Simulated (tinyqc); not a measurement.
Doping and voltage from widths and field.

Inverse problem. In the depletion approximation an abrupt p-n junction has a triangular field: peak E = q Nd xn/(eps0 eps_r) = q Na xp/(eps0 eps_r), W = xn + xp, and Vbi - V = E W/2. Find Nd, Na and Vbi - V.

Parameters, values chosen for the exercise: relative permittivity eps_r = 11.9.

Constants: q = 1.602176634e-19 C, eps0 = 8.8541878128e-14 F/cm where lengths are in cm. Results are converted to the units shown.

W = 138.02850 nm
peak field = 158.00828 kV/cm
xn = 131.53400 nm

Solution. Gauss's law on each side gives its doping from the peak field and its width; the voltage is the area of the triangle.

Nd = 7.90e16 cm^-3
Na = 1.60e18 cm^-3
Vbi - V = 1.09 V

Program tinyqc, `OMP_NUM_THREADS=1 python tinyqc.py 2000087 2000088 out.jsonl`; Intel Xeon 2.30GHz, shared host, one thread, about 0.03 s.
